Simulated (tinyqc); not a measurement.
Read current of a NAND string, cells in series solved by shooting: one step of the calculation.

Cells in series, numbered from 0 at the source line (0 V) to the bit line, each followed by a gap resistance Rg. A cell with gate Vg, threshold VT, source Vs and drain Vd passes I = 2 nf K Vt^2 [F(Vs) - F(Vd)]/(1 + th max(Vg - VT, 0)), F(V) = ln^2(1 + exp((Vg - VT - nf V)/(2 nf Vt))). The selected cell has Vg = Vr, the others Vg = Vp.

Question. Node voltages for a trial current. For a trial current I start at 0 V and, cell by cell (the selected one is cell 1), solve for the drain: sqrt(F(Vd)) = sqrt(F(Vs) - I/k), k = 2 nf K Vt^2/(1 + th max(Vg - VT, 0)), Vd = [Vg - VT - 2 nf Vt ln(exp(sqrt F) - 1)]/nf, then add I Rg.

Values chosen for this exercise; values of the order met in vertical NAND strings:

| symbol | value | unit | meaning |
|---|---|---|---|
| T | 300 | K | temperature |
| K | 13 | uA/V^2 | gain factor of a cell |
| nf | 1.9 |  | slope factor |
| th | 0.1 | 1/V | mobility reduction factor |
| Rg | 3.3 | kohm | resistance of the gap between cells |
| Vbl | 0.7 | V | bit-line voltage |
| Vp | 7.9 | V | pass voltage |
| Vr | 4.25 | V | read voltage on the selected word line |

Constants: q = 1.602176634e-19 C, kB = 1.380649e-23 J/K, Vt = kB T/q. Results are converted to the units shown.

first trial current = 2.2 uA
thresholds from the source end, cell 0 to 4 (V): -1.6  2.6  -1.6  -1.6  3.4

Wanted: node voltage after each cell and gap, trial 1.

Answer.

node voltage after each cell and gap, trial 1, cell 0 to 4 (V): 0.042118  0.18630  0.22978  0.27359  0.34343

tinyqc, about 0.5 s, one thread, Intel Xeon 2.30GHz (shared host): `OMP_NUM_THREADS=1 python tinyqc.py 2142278 2142279 out.jsonl`
